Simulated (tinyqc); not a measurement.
# Error from band bending against le

In A the levels shift by pb (1 - z/W)^2 for z < W. The signal from depth z is weighted by exp(-z/le)/le, so the centroid shifts by pb [1 - 2/a + (2/a^2)(1 - exp(-a))], a = W/le, and the error of iA against its value at the interface is that less pb.

Values chosen for this exercise:
```
symbol  value  unit                             meaning
pb       0.44     V  band bending in A at the interface
W          30    nm            width of the bent region
```

Error from band bending against le:
```
le (nm)      a  centroid shift (eV)  error (meV)
0.5      60.00               0.4256       -14.42
1.9      15.79               0.3878       -52.20
3.4      8.824               0.3516       -88.43
4.8      6.250               0.3217       -118.3
6.2      4.839               0.2954       -144.6
7.7      3.896               0.2709       -169.1
9.1      3.297               0.2510       -189.0
10.6     2.830               0.2324       -207.6
12       2.500               0.2172       -222.8
```

The size of the error rises from 14.4 to 223 meV; for large a it is 2 |pb|/a. It is below 50 meV, a typical accuracy of the method, in 1 of the 9 rows. Heavily doped substrates and deep-probing photons need the correction.

Numbers from tinyqc (`OMP_NUM_THREADS=1 python tinyqc.py 2410030 2410031 out.jsonl`; about 0.01 s on one thread of a shared Intel Xeon 2.30GHz).
